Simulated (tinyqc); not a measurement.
From results back to parameters: Kane-Mele model of a buckled honeycomb layer in a normal field. Three cases, with inputs chosen for the exercise.

Problem. The gaps of the two spins at a valley are 2|D - lam| and 2 (D + lam), where 2 lam is the gap at zero field and D = e b Ez > 0. The layer is known to be a quantum spin Hall insulator. The gaps come from hidden lam and Ez.

Find: lam; Ez.

Method. A quarter of the sum is the larger of D and lam, a quarter of the difference the smaller; the gaps alone cannot say which is which. Here lam > D.

Case 1.

Values chosen: b = 0.32 angstrom (half the buckling height).

gaps (meV): 216.0000  344.0000

Solution.

lam = 140.00 meV
Ez = 0.100 V/angstrom

Case 2.

Values chosen: b = 0.28 angstrom (half the buckling height).

gaps (meV): 140.0000  420.0000

Solution.

lam = 140.00 meV
Ez = 0.250 V/angstrom

Case 3.

Values chosen (out of a larger set: of the size used for stanene; not measured data): b = 0.38 angstrom (half the buckling height).

gaps (meV): 114.4000  281.6000

Solution.

lam = 99.00 meV
Ez = 0.110 V/angstrom

Computed by tinyqc, one run a case: `OMP_NUM_THREADS=1 python tinyqc.py N N+1 out.jsonl` with N = 1482109, 1482261, 1482271; one thread of a shared Intel(R) Xeon(R) Processor @ 2.30GHz, about 0.06 s a run at most.
